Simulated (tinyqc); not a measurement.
Worked calculation: Hubbard ring of 4 sites. Computed by tinyqc, a small Python program that keeps every step. Settings: hopping = 1.18, U = 10.7, mixing = 0.2, iteration cap = 67. Command: `OMP_NUM_THREADS=1 python tinyqc.py 26583 26584 out.jsonl` (the two numbers bound the seeds that draw the settings). One thread of a shared host (Intel(R) Xeon(R) Processor @ 2.60GHz), about 0.2 s of CPU time with the checks. Later iterations appear only in the table of the cycle.

## Mean-field iteration 1

one-body matrix (hopping and site energies) (eV), lower triangle:
```
           1          2          3         4
1   0.000000
2  -1.180000   0.000000
3   0.000000  -1.180000   0.000000
4  -1.180000   0.000000  -1.180000  0.000000
```

U = 10.700000 eV

electrons, up and down: 3  2

mixing = 0.200000

n(up) at the start (a guess, not normalised): 1 0.800000, 2 0.700000, 3 0.800000, 4 0.700000

n(down) at the start (a guess): 1 0.450000, 2 0.550000, 3 0.450000, 4 0.550000

H(up) = T + U n(down), H(down) = T + U n(up); fill the lowest levels; n(new) = n + mixing (n(out) - n); E = tr T (rho up + rho down) + U sum n_up n_down of the output.

levels, up (eV): 2.930119  4.815000  5.885000  7.769881

levels, down (eV): 5.605119  7.490000  8.560000  10.444881

energy = 10.724645 eV

n(up) after iteration 1: 1 0.801054, 2 0.698946, 3 0.801054, 4 0.698946

n(down) after iteration 1: 1 0.398946, 2 0.601054, 3 0.398946, 4 0.601054

## Mean-field iteration 2

As before.

levels, up (eV): 2.754086  4.268719  6.431281  7.945914

levels, down (eV): 5.602600  7.478719  8.571281  10.447400

energy = 10.239774 eV

n(up) after iteration 2: 1 0.811670, 2 0.688330, 3 0.811670, 4 0.688330

n(down) after iteration 2: 1 0.357881, 2 0.642119, 3 0.357881, 4 0.642119

## Convergence

Each step fills the lowest levels of T + U n(other spin) and sets n(new) = n + mixing (n(out) - n); stop when output and input agree to 1e-8.

Course of the cycle:
```
iteration       E (eV)  largest |n(out) - n(in)|  mean |n_up - n_down|
1          10.72464534                  2.55e-01              0.360543
2          10.23977357                  2.05e-01              0.410511
3           9.95427818                  1.75e-01              0.452731
4           9.75653366                  1.55e-01              0.488401
5           9.61153206                  1.39e-01              0.518204
6           9.50488436                  1.24e-01              0.542743
7           9.42745993                  1.11e-01              0.562713
8           9.37203656                  9.88e-02              0.578848
9           9.33279002                  8.71e-02              0.591845
10          9.30519661                  7.64e-02              0.602315
11          9.28587645                  6.65e-02              0.610767
...                ...                       ...                   ...
57          9.24091329                  2.98e-05              0.649567
58          9.24091329                  2.51e-05              0.649569
59          9.24091329                  2.11e-05              0.649571
60          9.24091329                  1.78e-05              0.649572
61          9.24091329                  1.49e-05              0.649573
62          9.24091328                  1.26e-05              0.649574
63          9.24091328                  1.06e-05              0.649575
64          9.24091328                  8.91e-06              0.649576
65          9.24091328                  7.50e-06              0.649576
66          9.24091328                  6.31e-06              0.649577
67          9.24091328                  5.31e-06              0.649577
```

Not converged within 67 iterations: the residual falls steadily but slowly, by a factor of about 0.84 a step. The lowest mean-field energy found from random starts is 8.56057 eV. Reruns (cap 100 unless said): mixing 0.5: not converged; mixing 0.9: converged in 16 to a higher stationary point (E = 9.24091); the original settings with a cap of 400: converged in 268 (E = 8.56057).

## Exact diagonalisation (24 states)

Lowest levels of the sector, and the double occupancy of the lowest state.

lowest levels (eV): 8.031016  8.031016  8.340000  9.207625  9.207625  10.700000

double occupancy per site = 0.263216

## The lowest level by Lanczos steps

From a random start vector (not printed): a_j = <q_j|H|q_j>, b_j = norm of the remainder after orthogonalising; the Ritz value is the lowest eigenvalue of the tridiagonal matrix of a and b so far.

Lanczos:
```
j    a_j (eV)  b_j (eV)  lowest Ritz value (eV)
1   17.010847  6.301617             17.01084671
2   15.222891  3.138314              9.75215558
3   18.312262  4.953776              9.11942063
4   13.219649  1.998744              8.46877140
5   16.884088  5.448682              8.36561898
6   14.881850  2.998937              8.23289050
7   17.926591  4.783621              8.18055448
8   14.318933  2.526338              8.12827672
9   18.066392  5.259370              8.11549669
10  13.507571  3.512276              8.09383175
```
